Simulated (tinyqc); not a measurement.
Quasi-harmonic thermal expansion with mode Grueneisen parameters: one step, computed by the program tinyqc.

A crystal with two atoms a cell; per atom there are 1 transverse acoustic (TA), 1/2 longitudinal acoustic (LA) and 3/2 optical (O) modes. Every frequency of group i scales as nu_i (V/V0)^(-gamma_i). Each group has one frequency. Static energy: E = (9 V0 B0/16) [y^3 B' + y^2 (2 - 4 y)], y = (V0/V)^(2/3) - 1, with pressure P_s = (3 B0/2) (z^7 - z^5) [1 + (3/4)(B' - 4)(z^2 - 1)], z = (V0/V)^(1/3).

Task: Properties at the equilibrium volume. For a mode with x = h nu/(k_B T), n = 1/(exp(x) - 1): U = h nu (n + 1/2), C/k_B = x^2 n (n + 1); U_i and C_i sum these over group i with its weight per atom. Phonon pressure P_ph = sum_i gamma_i U_i/V. B_T = -V d(P_s + P_ph)/dV at fixed T (central difference, step 1e-4 V); alpha_V = sum gamma_i C_i k_B/(B_T V), all at V(T); the linear coefficient is alpha_L = alpha_V/3. C_P - C_V = alpha_V^2 B_T V T; the optical frequency is nu_O (V/V0)^(-gamma_O).

Inputs (values chosen for the exercise, modelled on gallium arsenide):
```
quantity                       value             unit
static volume V0                22.6  angstrom^3/atom
static bulk modulus B0          75.1              GPa
static B'                       4.52                -
frequency nu_TA                 2.49              THz
frequency nu_LA                 6.06              THz
frequency nu_O                  7.79              THz
Grueneisen parameter gamma_TA  -0.84                -
Grueneisen parameter gamma_LA    1.2                -
Grueneisen parameter gamma_O     1.4                -
temperature T                    500                K
```

Acoustic groups: Einstein.

volume V(T) = 22.78342 angstrom^3/atom

Constants: h x 1 THz = 4.135667696 meV; k_B = 8.617333262e-05 eV/K; 1 eV/angstrom^3 = 160.2176634 GPa.

Give: volume change from V0; isothermal bulk modulus B_T; linear expansion coefficient; C_V; C_P - C_V; optical frequency at V(T).

Result:

volume change from V0 = 0.8116 %

isothermal bulk modulus B_T = 73.08 GPa

linear expansion coefficient = 4.850 ppm/K

C_V = 2.915 k_B/atom

C_P - C_V = 0.01276 k_B/atom

optical frequency at V(T) = 7.702 THz
